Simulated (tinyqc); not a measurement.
## Gap voltage and exponent from three temperatures

Question. At constant current VBE(T) = Vg0 - a T - eta (kB T/q) ln T, where a is a constant. Find Vg0, eta and dVBE/dT at the middle temperature.

Constants: q = 1.602176634e-19 C, kB = 1.380649e-23 J/K. Results are converted to the units shown.

T (K): [253, 273, 390]
VBE at a constant current (V): [0.7767721461, 0.7379040504, 0.5032188508]

Solution. The relation is linear in Vg0, a and eta, so three points give a linear system; the slope is (VBE - Vg0 - eta kB T/q)/T. eta rests on the curvature of VBE(T) alone, so real fits need accuracy of some tens of microvolts or better.

Vg0 = 1.20 V
eta = 3.20
dVBE/dT = -1.95 mV/K

Computed by the program tinyqc: `OMP_NUM_THREADS=1 python tinyqc.py 2062008 2062009 out.jsonl`, one thread of a shared Intel Xeon 2.30GHz, about 0.03 s for the whole run.
